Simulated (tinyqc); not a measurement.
# Gap voltage and exponent from three temperatures

Question. At constant current VBE(T) = Vg0 - a T - eta (kB T/q) ln T, where a is a constant. Find Vg0, eta and dVBE/dT at the middle temperature.

Constants: q = 1.602176634e-19 C, kB = 1.380649e-23 J/K. Results are converted to the units shown.

T (K): [253, 330, 390]
VBE at a constant current (V): [0.8966009126, 0.7790762356, 0.6827668451]

Answer. The relation is linear in Vg0, a and eta, so three points give a linear system; the slope is (VBE - Vg0 - eta kB T/q)/T. eta rests on the curvature of VBE(T) alone, so real fits need accuracy of some tens of microvolts or better.

Vg0 = 1.18 V
eta = 4.30
dVBE/dT = -1.57 mV/K

Computed by the program tinyqc: `OMP_NUM_THREADS=1 python tinyqc.py 2062155 2062156 out.jsonl`, one thread of a shared Intel Xeon 2.30GHz, about 0.02 s for the whole run.
